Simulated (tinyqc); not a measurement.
A particle near a wafer in liquid: double-layer and van der Waals forces (DLVO), deposition barrier and removal: one step, computed by the program tinyqc. Command: `OMP_NUM_THREADS=1 python tinyqc.py 3110294 3110295 out.jsonl dlvo walk`. One thread of a shared host (Intel(R) Xeon(R) Processor @ 2.30GHz), about 0.01 s of CPU time with the checks.

Sphere and flat wall, Derjaguin approximation, constant potentials in the linear-superposition form, no retardation and no hydration force.

Task: Screening. kappa^2 = 2 z^2 e^2 N_A (1000 c)/(eps eps_0 k_B T); gamma_i = tanh(z e psi_i/(4 k_B T)); Z = 64 pi eps eps_0 (k_B T/(z e))^2 gamma_1 gamma_2.

Inputs (values chosen for the exercise, of the order of those for alumina on silica in water):

| quantity | value | unit |
|---|---|---|
| particle radius R | 17 | nm |
| potential of the particle psi_1 | -31 | mV |
| potential of the wafer psi_2 | -49 | mV |
| salt concentration c | 0.14 | mol/L |
| valence z of the symmetric salt | 2 | - |
| temperature T | 298 | K |
| dielectric constant of the liquid | 78.4 | - |

Constants: e = 1.602176634e-19 C; N_A = 6.02214076e+23 1/mol; eps_0 = 8.8541878128e-12 F/m; k_B = 1.380649e-23 J/K; k_B = 8.617333262e-05 eV/K.

Give: kappa; Debye length; gamma_1; gamma_2; Z; kappa R.

Result:

kappa = 2.462 1/nm

Debye length = 0.4062 nm

gamma_1 = -0.5396

gamma_2 = -0.7416

Z = 9.208 pN

kappa R = 41.86

Like signs: the double layers repel.
